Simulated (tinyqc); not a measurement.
Off-state leakage of single and stacked transistors: one step of the calculation.

n-channel devices of unit width. Subthreshold current I(Vg, Vs, Vd) = I0 (T/300 K)^0.5 exp[(Vg - Vs - VT(T) - gb (Vs - Vb) + dd (Vd - Vs))/(nf Vt)] (1 - exp(-(Vd - Vs)/Vt)), VT(T) = VT - cT (T - 300 K). Gate-edge tunnelling Ig (Vd/1 V) exp(ag (Vd - 1 V)), for a gate at 0 V, and band-to-band leakage Ab u exp(-Bb/u), u = Vd - Vb + 1 V, flow at a drain held at V; both are taken as independent of T. In a stack of off transistors (all gates at 0 V) the same subthreshold current passes through each.

Problem. Leakage of one transistor. Vg = Vs = 0, Vd = V; effective threshold VT(T) - gb Vb - dd V.

Inputs (values chosen for the exercise); values of the order met in bulk silicon logic transistors: temperature T = 378 K; supply voltage V = 0.9 V; threshold at 300 K, zero drain and body bias VT = 0.36 V; fall of the threshold with temperature cT = 0.8 mV/K; current at threshold at 300 K I0 = 0.15 uA/um; slope factor nf = 1.4; drain-induced lowering per volt dd = 0.05; rise of the threshold per volt of source-body bias gb = 0.24; gate-edge tunnelling current at 1 V Ig = 0.0004 uA/um; exponential slope of the gate current ag = 3 1/V; prefactor of band-to-band leakage at the drain Ab = 40 uA/(um V); its exponential voltage Bb = 21 V; body voltage Vb = -0.6 V.

Constants: q = 1.602176634e-19 C, kB = 1.380649e-23 J/K, Vt = kB T/q. Results are converted to the units shown.

Wanted: effective threshold; parts; total; shares.

Solution.

effective threshold = 0.3966 V
parts (nA/um): subthreshold 0.02814, gate edge 0.2667, band-to-band 22.49
total = 22.78 nA/um
shares (%): subthreshold 0.1235, gate edge 1.171, band-to-band 98.71

The band-to-band part is the largest.

Numbers from tinyqc (`OMP_NUM_THREADS=1 python tinyqc.py 2242194 2242195 out.jsonl`; about 0.03 s on one thread of a shared Intel Xeon 2.30GHz).
